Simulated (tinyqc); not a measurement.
Potential-pH (Pourbaix) lines of a metal, its cation, its oxide and an oxyanion, with a complexing ligand: one step, computed by the program tinyqc. Command: `OMP_NUM_THREADS=1 python tinyqc.py 3029296 3029297 out.jsonl pourb walk`. One thread of a shared host (Intel(R) Xeon(R) Processor @ 2.30GHz), about 0.01 s of CPU time with the checks.

Potentials are against the standard hydrogen electrode; solids and water have unit activity; dG_f of M, H+ and the electron is zero; F = e N_A and s = R T ln(10)/F. The cation carries z = 2.

Problem. A complexing ligand. M2+ + 2e = M; MO + 2H+ + 2e = M + H2O; MO2(2-) + 4H+ + 2e = M + 2H2O. For each, E0 = -dG/(z F), and E = E0 + (s/z) log10 a - (s n_H/z) pH, with no activity term for the oxide. The free ligand is c_L/(1 + 10^(pKa - pH)) (ligand in excess); dissolved metal is a in all, so the free cation is a/alpha, alpha = 1 + beta [L]; the cation line drops by (s/z) log10 alpha.

Inputs (values chosen for the exercise, modelled on tin):
```
quantity                                     value   unit
temperature T                               298.15      K
log10 of the dissolved activity a               -6      -
pH                                             8.4      -
log10 of the stability constant beta of ML     6.9      -
pKa of HL                                      6.6      -
total ligand c_L                             0.095  mol/L
```

Species: M, M2+, MO, MO2(2-).

E0 (V): cation -0.1436488, oxide -0.0752964, oxyanion 0.8585761

s = 0.05915935 V

Give: free ligand; log10 alpha; cation line with ligand; that line less the oxide line.

Solution.

free ligand = 0.09352 mol/L

log10 alpha = 5.871

cation line with ligand = -0.4948 V

that line less the oxide line = 0.07745 V

The oxide still lies below the complexed cation at this pH.
